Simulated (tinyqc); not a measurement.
Energy and delay of logic against supply voltage: optimum supplies against the threshold voltage at zero drain bias.

One expression serves below and above threshold: I(Vg) = Ik [ln(1 + exp((Vg - VT + dd V)/(al nf Vt)))]^al, with I_on = I(V) and I_off = I(0). Gate delay td = kd C V/I_on, clock period LD td. Per gate and cycle the switching energy is act C V^2 and the leakage energy I_off V LD td. No short-circuit current, no variation. Minima are sought above 0.09 V; below a few Vt gates no longer switch and the model has no meaning.

V_min minimises the energy and V_EDP the product of energy and td.

Parameters, values chosen for the exercise; values of the order met in logic technologies:

| symbol | value | unit | meaning |
|---|---|---|---|
| T | 300 | K | temperature |
| nf | 1.18 |  | slope factor |
| dd | 0.03 |  | barrier lowering per volt of supply |
| Ik | 2.2 | uA | specific current of a gate |
| al | 1.41 |  | exponent of the current law |
| C | 2 | fF | load capacitance of a gate |
| kd | 1.1 |  | delay factor |
| LD | 40 |  | logic depth |
| act | 0.01 |  | activity factor |

Constants: q = 1.602176634e-19 C, kB = 1.380649e-23 J/K, Vt = kB T/q. Results are converted to the units shown.

Result of one run:
```
V_min (V)  energy at V_min (aJ)  leakage share (%)  clock at V_min (MHz)  V_EDP (V)  clock at V_EDP (GHz)
0.2972                    2.224              20.56               0.02831      1.008                0.7615
```

Which threshold voltage at zero drain bias VT gave this result: 0.25, 0.35, 0.4, 0.5 or 0.55 V?

VT = 0.55 V.

The whole series:
```
VT (V)  V_min (V)  energy at V_min (aJ)  leakage share (%)  clock at V_min (MHz)  V_EDP (V)  clock at V_EDP (GHz)
0.15       0.3067                 13.69              86.25                 551.1     0.5157                 1.051
0.2        0.3161                 5.639              64.56                 367.4     0.4987                0.8256
0.25       0.3065                 3.306              43.18                 175.7     0.5044                0.6594
0.3        0.3002                 2.576              30.01                 61.45     0.5602                0.6170
0.35       0.2981                 2.337              23.96                 16.33     0.6430                0.6365
0.4        0.2975                 2.259              21.67                 3.618     0.7330                0.6688
0.45       0.2973                 2.234              20.89                0.7361     0.8243                0.7014
0.5        0.2972                 2.227              20.64                0.1451     0.9159                0.7323
0.55       0.2972                 2.224              20.56               0.02831      1.008                0.7615
```

As VT goes from 0.15 to 0.55, V_min goes from 0.307 through a maximum of 0.316 (at VT = 0.2 among the rows listed) to 0.297 V, the energy there falls from 13.7 to 2.22 aJ, the clock there falls from 551 to 0.0283 MHz and V_EDP goes from 0.516 through a minimum of 0.499 (at VT = 0.2 among the rows listed) to 1.01 V. V_min lies below VT for VT = 0.35, 0.4, 0.45, 0.5, 0.55 V. As VT grows, I_on too becomes a subthreshold current, VT cancels more and more from the energy, and it mainly sets the clock.

tinyqc, about 0.01 s, one thread, Intel Xeon 2.30GHz (shared host): `OMP_NUM_THREADS=1 python tinyqc.py 2082185 2082186 out.jsonl`
